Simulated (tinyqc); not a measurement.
Plane-wave Kohn-Sham cycle with exchange-only LDA in a layered model solid, step by step. Computed by tinyqc, a small Python program that keeps every step. Settings: points = 16, plane-wave index or count = 3, electrons = 2, k points = 1, area = 34.0, mixing = 0.1, iteration cap = 71, Kerker q0 = 0.63. Command: `OMP_NUM_THREADS=1 python tinyqc.py 24120 24121 out.jsonl` (the two numbers bound the seeds that draw the settings). One thread of a shared host (Intel(R) Xeon(R) Processor @ 2.60GHz), about 0.01 s of CPU time with the checks.

A solid whose potential varies along x alone (atomic units):
```
parameter                      value
period a                   15.400000
cross-section of the cell  34.000000
electrons per cell                 2
grid points                       16
plane waves -n..n, n               3
k points                           1
V1 in V1 cos(2 pi x/a)     -0.370000
```

Stop when sqrt(dV sum R^2) is below 1e-8, dV = a A/N.

Course of the cycle:
```
iteration  E (hartree)  norm of the residual
1          -0.73357119              1.21e-01
2          -0.71341973              1.16e-01
3          -0.69435607              1.10e-01
4          -0.67643596              1.05e-01
5          -0.65966540              1.00e-01
6          -0.64402179              9.57e-02
7          -0.62946599              9.13e-02
8          -0.61594953              8.72e-02
9          -0.60341912              8.32e-02
10         -0.59181944              7.95e-02
11         -0.58109498              7.60e-02
...                ...                   ...
61         -0.46705037              8.08e-03
62         -0.46700439              7.71e-03
63         -0.46696432              7.35e-03
64         -0.46692947              7.01e-03
65         -0.46689919              6.69e-03
66         -0.46687294              6.38e-03
67         -0.46685022              6.09e-03
68         -0.46683060              5.81e-03
69         -0.46681368              5.54e-03
70         -0.46679913              5.28e-03
71         -0.46678664              5.04e-03
```

Can the last value be used, and what does the course show?

Not by the stop rule. Not converged within 71 iterations: the residual falls steadily but slowly, by a factor of about 0.95 a step. Reruns (cap 100 unless said): mixing 0.5, Kerker q0 1.0: not converged; mixing 0.3, Pulay depth 5: converged in 18 (E = -0.46673); the original settings with a cap of 400: converged in 353 (E = -0.46673).
